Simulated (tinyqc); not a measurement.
# Surface potential of a MOS transistor: implicit equation and explicit approximations: effects of single changes

p-type body, charge-sheet picture, depletion and inversion only, full ionisation (an idealisation for deep acceptors), Boltzmann statistics (rough once Na exp(x - xn) passes about Nc/7). In units of Vt: xg = (Vg - Vfb)/Vt, x = psi/Vt, G = gamma/sqrt(Vt), xn = (2 phiF + Vc)/Vt. The implicit equation is (xg - x)^2 = G^2 [x - 1 + exp(x - xn)] for x above about 3. Cox = eps0 eox/tox.

Inputs (values chosen for the exercise); band and dielectric values close to those of silicon:
```
symbol,value,unit,meaning
T,300,K,temperature
Eg,1.12,eV,band gap
eps_r,11.7,,relative permittivity
Nc,2.77e19,cm^-3,conduction-band density of states at T
Nv,2.69e19,cm^-3,valence-band density of states at T
eox,7.64,,relative permittivity of the gate insulator (close to silicon nitride)
tox,41,nm,insulator thickness
Na,1.7e18,cm^-3,acceptor density
Vfb,-0.87,V,flat-band voltage
Vc,1,V,channel-body voltage
Vg,7.98,V,gate-body voltage
```

Constants: q = 1.602176634e-19 C, kB = 1.380649e-23 J/K, Vt = kB T/q, eps0 = 8.8541878128e-14 F/cm where lengths are in cm. Results are converted to the units shown.

Each table varies one quantity; the others keep the values above.

## Accuracy of the approximations against gate voltage

ni = sqrt(Nc Nv) exp(-Eg/(2 Vt)), Eg in volts; phiF = Vt ln(Na/ni); gamma = sqrt(2 q eps0 eps_r Na)/Cox; VT = Vfb + Vt (xn + G sqrt(xn - 1)). Depletion value a = 1 + [sqrt(G^2/4 + xg - 1) - G/2]^2; inversion value b = xn + ln[(xg - xn)^2/G^2 - xn + 1] and first guess y = min(a, b) - ln(1 + exp(-|a - b|)) if a > xn + 1, else b = y = a; one second-order correction with D = exp(y - xn), p = 2 (xg - y) + G^2 (1 + D), w = (xg - y)^2 - G^2 (y - 1 + D): z = y + 2 w/(p + sqrt(p^2 - 2 (2 - G^2 D) w)), or the Newton step z = y + w/p where the root is not real. N_inv = (Cox Vt G/q) [sqrt(x - 1 + exp(x - xn)) - sqrt(x - 1)] at the root. Lambert form (Cox m Vt/q) W0[(G/(2 m sqrt(xn - 1))) exp((Vg - VT)/(m Vt))], m = 1 + G/(2 sqrt(xn - 1)). Errors under 1e-4 mV, and the linear form below VT, are printed as 0.

Accuracy of the approximations against gate voltage:
```
Vg (V),psi (V),x - xn,error of y (mV),error of z (mV),N_inv (cm^-2),Cox (Vg - VT)/q (cm^-2),Lambert form (cm^-2)
7.07,1.828,-5.748,0.0519,0,1.440e8,0,1.290e8
7.27,1.902,-2.892,0.895,0,2.453e9,0,2.367e9
7.47,1.967,-0.3638,11.1,-0.149,3.016e10,4.672e9,3.016e10
7.67,2.006,1.128,6.54,-0.0567,1.318e11,2.106e11,1.325e11
7.87,2.026,1.910,9.29,-0.227,2.834e11,4.166e11,2.848e11
8.07,2.039,2.400,7.97,-0.146,4.553e11,6.225e11,4.576e11
8.27,2.048,2.751,6.71,-0.0860,6.370e11,8.285e11,6.401e11
8.47,2.055,3.023,5.79,-0.0544,8.241e11,1.034e12,8.280e11
8.67,2.060,3.246,5.10,-0.0368,1.015e12,1.240e12,1.019e12
```

What does the table show?

psi rises from 1.83 to 2.06 V and ends 3.2 Vt above 2 phiF + Vc. Among the rows the first guess is off by at most 11 mV (at Vg = 7.47 V) and the corrected value by at most 0.23 mV. In the last row the linear form is 22 % above N_inv and the Lambert form 0.47 % above it; in the first row the Lambert form is 10 % below it. For Vg = 7.67, 7.87, 8.07, 8.27, 8.47, 8.67 the electron quasi-Fermi level lies less than 2 Vt below the band edge at the surface, or above it, where degeneracy and confinement, left out, matter.

## Effect of the channel-body voltage at fixed gate voltage

Same model as above.

Effect of the channel-body voltage at fixed gate voltage:
```
Vc (V),psi (V),x - xn,error of y (mV),error of z (mV),N_inv (cm^-2),Cox (Vg - VT)/q (cm^-2),Lambert form (cm^-2)
0,1.0868,4.2685,2.58,-4.52e-3,3.1650e12,3.5366e12,3.1871e12
0.2,1.2816,4.0658,2.95,-6.84e-3,2.5398e12,2.8727e12,2.5559e12
0.4,1.4751,3.8161,3.48,-0.0113,1.9501e12,2.2472e12,1.9614e12
0.6,1.6667,3.4908,4.29,-0.0216,1.3913e12,1.6517e12,1.3988e12
0.8,1.8546,3.0238,5.70,-0.0519,8.6311e11,1.0806e12,8.6758e11
1,2.0334,2.2025,8.63,-0.186,3.7634e11,5.2986e11,3.7826e11
1.2,2.1650,-0.44348,10.1,-0.0995,2.6543e10,0,2.6522e10
1.4,2.1751,-7.7898,6.51e-3,0,1.7112e7,0,1.4744e7
```

As Vc goes from 0 to 1.4, psi rises from 1.09 to 2.18 V, x - xn falls from 4.27 to -7.79 and N_inv falls from 3.16e12 to 1.71e7 cm^-2. The Lambert form lies between 0.862 and 1.01 times N_inv. psi follows Vc only while the surface is inverted; once x falls below xn it settles at the depletion value. For Vc = 0, 0.2, 0.4, 0.6, 0.8, 1 the electron quasi-Fermi level lies less than 2 Vt below the band edge at the surface, or above it, where degeneracy and confinement, left out, matter.

Program tinyqc, `OMP_NUM_THREADS=1 python tinyqc.py 2122194 2122195 out.jsonl`; Intel Xeon 2.30GHz, shared host, one thread, about 0.01 s.
